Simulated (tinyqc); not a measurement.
# Barrier and mass from two temperatures

Question. The saturation current of a Schottky diode is J0 = A* T^2 exp(-q phi/(kB T)) with a fixed barrier and A* = 4 pi q me m0 kB^2/h^3 (times 1e-4 for A/(cm^2 K^2)). Find phi, A* and me.

Constants: q = 1.602176634e-19 C, kB = 1.380649e-23 J/K, h = 6.62607015e-34 J s, m0 = 9.1093837015e-31 kg. Results are converted to the units shown.

J0 at 250 and 400 K (A/cm^2): 3.7001584e-10  7.4645006e-4

Answer. The slope of ln(J0/T^2) against q/(kB T) is -phi and the intercept is ln A*.

phi = 0.780 eV
A* = 31.4 A/(cm^2 K^2)
me = 0.261 m0

Program tinyqc, `OMP_NUM_THREADS=1 python tinyqc.py 2640139 2640140 out.jsonl`; Intel Xeon 2.30GHz, shared host, one thread, about 0.01 s.
